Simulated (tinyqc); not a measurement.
Inside a calculation. Model: single-photon avalanche diode, trigger probability and counting.

Numbers from tinyqc (`OMP_NUM_THREADS=1 python tinyqc.py 2630145 2630146 out.jsonl`; about 0.01 s on one thread of a shared Intel Xeon 2.30GHz). Printed values are rounded.

A multiplication layer of width W with the uniform field V/W; alpha = an exp(-bn/E) for electrons, beta = ap exp(-bp/E) for holes (local model, no dead space). a = alpha W, b = beta W. Electrons enter at x = 0, holes at x = W. P0 is the probability that an electron entering at 0 starts a lasting avalanche, PW the same for a hole entering at W.

Parameters, values chosen for the exercise; ionisation coefficients close to those of silicon:
- an = 6.95e5 1/cm (electron prefactor)
- bn = 1.26 MV/cm (electron field)
- ap = 1.61e6 1/cm (hole prefactor)
- bp = 2.08 MV/cm (hole field)
- W = 2 um (width of the multiplication layer)
- Vx = 6 V (excess bias)
- eta = 0.2 (probability that a photon makes a pair that enters the layer)
- Gd = 1300 1/s (thermal generation rate in the layer)
- td = 50 ns (dead time)
- Cd = 200 fF (diode capacitance)
- Rq = 50 kohm (quench resistance)
- pa = 2.3e-8 (trapping probability per avalanche carrier)
- tt = 38 ns (trap release time)
- nph = 2.7e5 1/s (photon rate)

Constants: q = 1.602176634e-19 C. Results are converted to the units shown.

## Ionisation integrals at and above breakdown

breakdown voltage VB = 60.78923 V

Breakdown: ln(a/b) = a - b with a not equal to b. VB is given; V = VB + Vx.

E at VB = 0.3039462 MV/cm
a at VB = 2.201201
b at VB = 0.3434322
E at V = 0.3339462 MV/cm
a = 3.194437
b = 0.6350845

At VB, ln(a/b) = 1.858 equals a - b.

## Iteration 1: trigger probability by substitution

P0 at the start = 0.5

PW = 1 - (1 - P0)^(b/a); P0(new) = PW/(PW + (1 - PW) exp(b - a)).

PW = 0.1287308
P0 after iteration 1 = 0.6563622

## Iteration 2: trigger probability by substitution

As before.

PW = 0.1913279
P0 after iteration 2 = 0.7536078

## Course of the iteration: trigger probability by substitution

Stop when P0 changes by less than 1e-9, or after 400 iterations. The rule counts as met only at a root strictly between 0 and 1.

Course of the iteration:
```
iteration         P0  |change|
1          0.6563622     0.156
2          0.7536078    0.0972
3          0.8058847    0.0523
4          0.8327984    0.0269
5          0.8466294    0.0138
6          0.8537917   7.16e-3
7          0.8575264   3.73e-3
8          0.8594827   1.96e-3
9          0.8605101   1.03e-3
...              ...       ...
23         0.8616515   1.30e-7
24         0.8616515   6.85e-8
25         0.8616516   3.61e-8
26         0.8616516   1.90e-8
27         0.8616516   1.00e-8
28         0.8616516   5.28e-9
29         0.8616516   2.78e-9
30         0.8616516   1.47e-9
31         0.8616516  7.72e-10
```

Converged in 31 iterations. At the end each change is about 0.53 times the one before: linear convergence.

## Detection, dark counts, afterpulses and dead-time loss

P0 = 0.8616516
Pm = 0.6191954

Pm is the mean trigger probability of pairs made evenly in the layer. PDP = eta P0; dark counts Gd Pm; avalanche charge Cd Vx/q; afterpulse probability pa (Cd Vx/q) exp(-td/tt) Pm; true rate n = nph PDP + dark counts; measured n/(1 + n td) (non-paralysable) or n exp(-n td) (paralysable); recharge time Rq Cd.

PDP = 0.1723303
dark counts = 804.9540 1/s
avalanche charge = 7.489811e6 electrons
afterpulse probability = 2.861451 %
true rate = 47334.14 1/s
measured, non-paralysable = 47222.38 1/s
measured, paralysable = 47222.25 1/s
recharge time = 10 ns

Dead time hides 0.24 % of the events in the first model and 0.24 % in the second.
